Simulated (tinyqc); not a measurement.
Trapped share and trap depth from dynamic on-resistance.

Problem. Traps remove the share ft of the electrons in the drain access (length Ld, sheet resistance Rsh before stress), so Ron grows by Rsh Ld ft/(1 - ft). The recovery time goes as T^(-2) exp(q Ea/(kB T)). Find ft and Ea.

Inputs (values chosen for the exercise): drain access length Ld = 4 um.

Constants: q = 1.602176634e-19 C, kB = 1.380649e-23 J/K. Results are converted to the units shown.

Ron before and just after an off-state stress (ohm mm): 3.5681978  4.2467990
Rsh = 508.95091 ohm
recovery times at 340 and 370 K (s): 1.6  0.12855759

Solution. The rise of Ron over Rsh Ld is ft/(1 - ft); ln(t T^2) is linear in 1/T.

ft = 0.250
Ea = 0.850 eV

Program tinyqc, `OMP_NUM_THREADS=1 python tinyqc.py 2570042 2570043 out.jsonl`; Intel Xeon 2.30GHz, shared host, one thread, about 0.01 s.
